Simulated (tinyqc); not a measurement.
Long-channel MOSFET, surface-potential model: one step of the calculation.

n-channel transistor on a uniformly doped p-type body, gradual-channel approximation, constant mobility, Boltzmann statistics, full ionisation. Potentials are counted from the neutral body; V is the electron quasi-Fermi potential, Vsb at the source and Vsb + Vds at the drain. Charges are magnitudes per area.

Question. Pao-Sah current by Simpson's rule. I = mu (W/L) integral of Qi dV; Simpson's rule on the 9 points, step Vds/8, weights 1, 4, 2, ..., 4, 1 times step/3.

Values chosen for this exercise; material values those of a made-up semiconductor:
- mu = 120 cm^2/(V s) (channel mobility)
- W = 5 um (gate width)
- L = 1 um (gate length)
- Vds = 0.2 V (drain-source voltage)

Qi, Pao-Sah, point 0 to 8 (nC/cm^2): [0.058148367, 0.025397833, 0.011089674, 0.0048415124, 0.0021135726, 9.2266034e-4, 4.0277412e-4, 1.7582438e-4, 7.6753054e-5]

Give: Pao-Sah current.

Answer.

Pao-Sah current = 0.001054 uA

Gauss-Legendre quadrature on many points gives 0.001051 uA, so this value is 0.24 % above it; the charge-sheet current, 0.001043 uA, is 0.76 % below it.

Program tinyqc, `OMP_NUM_THREADS=1 python tinyqc.py 2360168 2360169 out.jsonl`; Intel Xeon 2.30GHz, shared host, one thread, about 0.07 s.
